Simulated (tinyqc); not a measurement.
## FinFET, parasitic resistance, capacitance and delay: effect of the relative permittivity of the spacer

Nf fins under one contact; each has gated perimeter p = 2 Hf + Wf and cross-section A = Hf Wf; contact width Wc = Nf pf, stack height Hs = Hf. Contact length Lc = CPP - Lg - 2 Lsp, shared by two neighbouring gates. Source and drain sides are equal. The formulas are first-order estimates, not field solutions.

Epitaxy sheet resistance Rsh = re/te, transfer length LT = sqrt(rc/Rsh), contact Rc = [sqrt(rc Rsh)/Wc] coth(Lc/(2 LT)); extension of one fin Rx = rx Lsp/A. With N fins: gate Cg = Cinv p N Lg; per side, plate Cp = ks eps0 [Wc (Hs + Hc) - N A]/Lsp, top fringe Cf = (2/pi) ks eps0 Wc ln(1 + Lg/(2 Lsp)), overlap Co = Cinv p N Lov. One fin: I = p Q vx u/(1 + |u|^1.8)^(1/1.8), Q = Cinv n Vt ln(1 + exp((Vg' - VT + dl Vd')/(n Vt))), u = Vd' mu/(vx Lg), Vg' = Vgs - v, Vd' = Vds - 2 v, with the drop on each side v = Rc (sum of I) + Rx I. Ieff = [I(Vgs = Vdd, Vds = Vdd/2) + I(Vdd/2, Vdd)]/2, total currents. With Cs = Cp + Cf + Co, the load of an inverter of two such devices driving an equal one is CL = 2 (Cg + 2 Cs) + 4 Cs + Cw (own drains counted twice for the Miller effect); delay CL Vdd/(2 Ieff).

Values chosen for this exercise; values close to those of silicon logic devices: temperature T = 300 K; number of fins Nf = 1; fin height Hf = 50 nm; fin width Wf = 7 nm; fin pitch pf = 42 nm; contacted gate pitch CPP = 42 nm; gate length Lg = 20 nm; spacer length Lsp = 7 nm; gate height above the channel stack Hc = 30 nm; contact resistivity rc = 1.7e-9 ohm cm^2; resistivity of the source-drain epitaxy re = 0.00044 ohm cm; current-carrying depth of the epitaxy te = 25 nm; resistivity of the extension rx = 0.00044 ohm cm; gate overlap Lov = 1.5 nm; inversion capacitance Cinv = 2.9 uF/cm^2; injection velocity vx = 1.3e7 cm/s; apparent mobility mu = 150 cm^2/(V s); threshold at zero drain voltage VT = 0.21 V; barrier lowering dl = 0.035 V/V; subthreshold factor n = 1.09; wire load Cw = 0.18 fF; supply voltage Vdd = 0.75 V.

Constants: q = 1.602176634e-19 C, kB = 1.380649e-23 J/K, eps0 = 8.8541878128e-12 F/m, Vt = kB T/q. Results are converted to the units shown.

The same in every row: Rc (ohm) = 1017; Rx/N (ohm) = 88.00; Ieff (uA) = 77.98.

Effect of the relative permittivity of the spacer:
```
ks	CL (aF)	delay (ps)
1	373.5	1.796
2	405.6	1.951
3	437.8	2.105
4	469.9	2.260
5.5	518.1	2.492
7	566.3	2.724
```

Read the table: what changes, and by how much?

As ks goes from 1 to 7, Ieff stays at 78.0 uA, CL rises from 373 to 566 aF and the delay rises from 1.80 to 2.72 ps.

Numbers from tinyqc (`OMP_NUM_THREADS=1 python tinyqc.py 2170020 2170021 out.jsonl`; about 0.02 s on one thread of a shared Intel Xeon 2.30GHz).
